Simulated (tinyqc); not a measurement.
Minority-electron transport through the base of a bipolar transistor (Moll-Ross and Kroemer integrals): one step, computed by the program tinyqc.

Low injection, one dimension, x from the emitter edge (0) to the collector edge (W), s = x/W. Recombination is treated as a small correction (valid for tau_B well below tau_n), computed from the stored charge.

Task: Gain and speed. Emitter-limited gain beta_E = G_E/G_B; recombination-limited gain beta_R = tau_n/tau_B; 1/beta = 1/beta_E + 1/beta_R; f_T from the base alone = 1/(2 pi tau_B).

Inputs (values chosen for the exercise, modelled on GaAs):

| quantity | value | unit |
|---|---|---|
| base width W | 27 | nm |
| saturation velocity v_s | 0.88 | 1e7 cm/s |
| electron lifetime tau_n | 16 | ns |
| emitter Gummel number G_E | 3.3e+13 | s/cm^4 |
| temperature T | 300 | K |

Base doping profile: Gaussian. Gap grading: linear. Exit of the base: infinite sink.

base Gummel number G_B = 1.160802e+12 s/cm^4

base transit time tau_B = 0.05968568 ps

Give: beta_E; beta_R; current gain beta; f_T from the base alone.

Result:

beta_E = 28.43

beta_R = 2.681e+05

current gain beta = 28.43

f_T from the base alone = 2667 GHz

The gain is limited mainly by hole injection into the emitter (100 % of the base current). Caution: the mean velocity exceeds v_s, so drift-diffusion with a low-field mobility overstates the speed. Caution: the base is only a few mean free paths wide, so transport is partly ballistic.
